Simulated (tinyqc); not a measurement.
Charge control and current of a heterostructure field-effect transistor: one step, computed by the program tinyqc.

Two subbands in a triangular well; E_F is counted from the conduction band edge of the channel at the interface.

Problem. Threshold and barrier capacitance. Threshold V_T = phi_B - dE_c - e N_d (d - spacer)/(eps eps_0) (in volts); C_b = eps eps_0/d.

Inputs (values chosen for the exercise, modelled on AlGaAs/GaAs):

| quantity | value | unit |
|---|---|---|
| permittivity eps (barrier and channel) | 12.3 | - |
| barrier thickness d | 26 | nm |
| Schottky barrier phi_B | 0.97 | eV |
| conduction band offset dE_c | 0.14 | eV |
| delta-doping density N_d | 7e+12 | 1/cm^2 |
| spacer between delta layer and channel | 2.1 | nm |

Charge source: delta doping. Velocity law: two-piece.

Constants: e = 1.602176634e-19 C; eps_0 = 8.8541878128e-12 F/m.

Give: threshold voltage V_T; barrier capacitance C_b.

Solution.

threshold voltage V_T = -1.631 V

barrier capacitance C_b = 0.4189 microfarad/cm^2

The device is normally on.
